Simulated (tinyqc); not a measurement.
Two-band model of a narrow-gap semiconductor with electrons and holes: one step, computed by the program tinyqc.

Two parabolic bands with acoustic scattering (r = -1/2, a = 0), a gap that does not change with T, and fully ionised dopants. Melting is ignored, so values above the melting point are formal, and kappa_L does not change with T. eta_n = (E_F - E_c)/(k_B T), eta_p = -eta_n - E_g/(k_B T).

Task: Each band alone. With x = E/(k_B T), a = alpha k_B T (0 for a parabolic band), G = x (1 + a x), D = 1 + 2 a x and <y> = int y f (1 - f) dx, f = 1/(1 + exp(x - eta)): tau = tau_0 G^r/D; transport function s = G^(3/2 + r)/D^2; n = N_0 <G^(3/2)> with N_0 = (2 m k_B T)^(3/2)/(3 pi^2 hbar^3). Integrals over x = E/(k_B T) use 160 Gauss-Legendre points in u = sqrt(x) from 0 to sqrt(max(eta, 0) + 32). sigma = e mu_0 N_0 <s> with mu_0 = e tau_0/m = mu_300 (T/300 K)^(-p); |S| = (k_B/e)(<x s>/<s> - eta); Lorenz number L = (k_B/e)^2 (<x^2 s>/<s> - (<x s>/<s>)^2); kappa_e = L sigma T; zT = S^2 sigma T/(kappa_L + kappa_e). Hall factor r_H = <x^(3/2)> <x^(1/2)>/<s>^2.

Inputs (values chosen for the exercise, modelled on germanium):
```
quantity                              value        unit
electron mass m_n                      0.56         m_0
hole mass m_p                          0.37         m_0
electron mobility parameter mu_300,n   3200  cm^2/(V s)
hole mobility parameter mu_300,p       1600  cm^2/(V s)
temperature exponent p                  1.5           -
temperature T                           600           K
```

Doping: p-type.

eta_n = -9.287818

eta_p = -3.863970

Constants: e = 1.602176634e-19 C; m_0 = 9.1093837015e-31 kg; k_B = 1.380649e-23 J/K; hbar = 1.054571817e-34 J s; k_B = 8.617333262e-05 eV/K.

Give: Partial coefficients.

Result:

Partial coefficients:
```
band       sigma (S/cm)  |S| (microvolt/K)  L (1e-8 V^2/K^2)  density (1/cm^3)  Hall factor
electrons       0.37533             972.71            1.4852        2.7526e+15       1.1781
holes            22.618             506.21            1.4890        3.3275e+17       1.1766
```

The minority carriers have the larger |S|, since the Fermi level lies farther from their band; they carry 1.6 % of the conductivity.
